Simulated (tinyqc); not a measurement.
Long-channel MOSFET, surface-potential model: effect of the temperature.

n-channel transistor on a uniformly doped p-type body, gradual-channel approximation, constant mobility, Boltzmann statistics, full ionisation. Potentials are counted from the neutral body; V is the electron quasi-Fermi potential, Vsb at the source and Vsb + Vds at the drain. Charges are magnitudes per area.

Nc and Nv are given at 293 K and scale as (T/293 K)^1.5; Eg, Vfb and mu are held fixed. ni = sqrt(Nc Nv) exp(-Eg/(2 Vt)), Eg in volts; phiF = Vt ln(Na/ni); Cox = eps0 eox/tox; gamma = sqrt(2 q eps0 eps_r Na)/Cox. The surface potential psi at channel potential V solves Vgs + Vsb - Vfb - psi = gamma sqrt(G), G = psi - Vt + Vt exp((psi - 2 phiF - V)/Vt). Charge sheet: Qi = Cox gamma [sqrt(G) - sqrt(psi - Vt)]; I = mu (W/L) [integral of Qi dpsi from psi_0 to psi_L (drift) + Vt (Qi0 - QiL) (diffusion)], with psi_0 at V = Vsb and psi_L at V = Vsb + Vds. VT = Vfb + 2 phiF + gamma sqrt(2 phiF + Vsb), m = 1 + gamma/(2 sqrt(2 phiF + Vsb)). The swing is 20 mV/log10[I(VT - 0.14 V)/I(VT - 0.16 V)] of the charge-sheet current at the given Vds.

Inputs (values chosen for the exercise); material values close to those of gallium nitride: band gap Eg = 3.44 eV; relative permittivity of the semiconductor eps_r = 9.63; conduction-band density of states at the reference temperature Nc = 2.19e18 cm^-3; valence-band density of states at the reference temperature Nv = 4.39e19 cm^-3; acceptor density of the body Na = 2.5e16 cm^-3; relative permittivity of the gate insulator eox = 8.92; insulator thickness tox = 27 nm; flat-band voltage Vfb = -1.6 V; channel mobility mu = 210 cm^2/(V s); gate width W = 5 um; gate length L = 1 um; source-body reverse bias Vsb = 0 V; gate-source voltage Vgs = 2.27 V; drain-source voltage Vds = 0.5 V.

Constants: q = 1.602176634e-19 C, kB = 1.380649e-23 J/K, Vt = kB T/q, eps0 = 8.8541878128e-14 F/cm where lengths are in cm. Results are converted to the units shown.

The same in every row: gamma (V^0.5) = 0.2825.

Effect of the temperature:

| T (K) | VT (V) | m | swing (mV/decade) | I at Vgs, Vds (uA) |
|---|---|---|---|---|
| 220 | 2.138 | 1.079 | 47.32 | 0.8122 |
| 250 | 2.098 | 1.079 | 53.82 | 1.496 |
| 280 | 2.057 | 1.080 | 60.35 | 2.434 |
| 310 | 2.015 | 1.080 | 66.89 | 3.642 |
| 340 | 1.973 | 1.081 | 73.45 | 5.136 |
| 370 | 1.929 | 1.081 | 80.03 | 6.931 |
| 400 | 1.885 | 1.082 | 86.64 | 9.036 |
| 430 | 1.840 | 1.082 | 93.27 | 11.46 |

Read the table: what changes, and by how much?

As T goes from 220 to 430 K, VT falls from 2.14 to 1.84 V, the swing rises from 47.3 to 93.3 mV a decade and the current rises from 0.812 to 11.5 uA. The swing is 0.50 % above m Vt ln 10 in the first row and 1.0 % above it in the last. In every row the surface electron density at the source passes 0.3 Nc, where degeneracy and quantisation, left out here, matter. In every row acceptors of such wide-gap materials are deep, so full ionisation is an idealisation. In every row the mobility is held fixed, though a real channel mobility changes with T and would alter the trend of the current.

Program tinyqc, `OMP_NUM_THREADS=1 python tinyqc.py 2360041 2360042 out.jsonl`; Intel Xeon 2.30GHz, shared host, one thread, about 0.04 s.
